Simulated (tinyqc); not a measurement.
From results back to parameters: overlap of hydrogenic dopants: pairs, impurity band and the Mott density. Three cases, with inputs chosen for the exercise.

Problem. Ry* = Ry m/eps^2, aB = a0 eps/m, and the Mott density is (0.26/aB)^3 (1/angstrom^3 = 1e24/cm^3). Binding energy and critical density come from a hidden mass and dielectric constant.

Constants: Ry = 13.60569312 eV; a0 (Bohr radius) = 0.5291772105 angstrom.

Find: aB; eps; m.

Method. aB = 0.26/n^(1/3); the product Ry* aB = Ry a0/eps gives eps, and m = a0 eps/aB.

Case 1.

binding energy = 30.04591 meV
critical density = 2.207264e+18 1/cm^3

Solution.

aB = 19.97 angstrom
eps = 12.00
m = 0.318 m0

Case 2.

binding energy = 6.10557 meV
critical density = 2.043614e+16 1/cm^3

Solution.

aB = 95.10 angstrom
eps = 12.40
m = 0.069 m0

Case 3.

binding energy = 30.64908 meV
critical density = 2.284798e+18 1/cm^3

Solution.

aB = 19.74 angstrom
eps = 11.90
m = 0.319 m0

Computed by tinyqc, one run a case: `OMP_NUM_THREADS=1 python tinyqc.py N N+1 out.jsonl` with N = 1451338, 1451360, 1451416; one thread of a shared Intel(R) Xeon(R) Processor @ 2.30GHz, about 0.01 s a run at most.
